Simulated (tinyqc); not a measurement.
Schottky diode by thermionic emission with image-force lowering and series resistance: one step of the calculation.

Metal on an n-type semiconductor with one parabolic valley; V > 0 is forward bias (metal positive). I = I0 [exp(Vj/(n Vt)) - 1] with Vj = V - I Rs; I0 = S A* T^2 exp(-(phi - dphi)/Vt), the lowering dphi taken at zero bias.

Task. Junction voltage. Newton step for g(Vj) = Vj + Rs I0 [exp(Vj/(n Vt)) - 1] - V = 0: Vj(new) = Vj - g/g', g' = 1 + Rs I0 exp(Vj/(n Vt))/(n Vt).

Inputs (values chosen for the exercise); band and dielectric values those of a made-up semiconductor: temperature T = 300 K; ideality factor n = 1.11; series resistance Rs = 9.2 ohm; applied bias V = 1.1 V.

Constants: q = 1.602176634e-19 C, kB = 1.380649e-23 J/K, Vt = kB T/q. Results are converted to the units shown.

I0 = 2.5975102e-6 A
Vj after iteration 1 = 1.0713043 V

Give: Vj after iteration 2.

Result.

Vj after iteration 2 = 1.043 V

Program tinyqc, `OMP_NUM_THREADS=1 python tinyqc.py 2640077 2640078 out.jsonl`; Intel Xeon 2.30GHz, shared host, one thread, about 0.01 s.
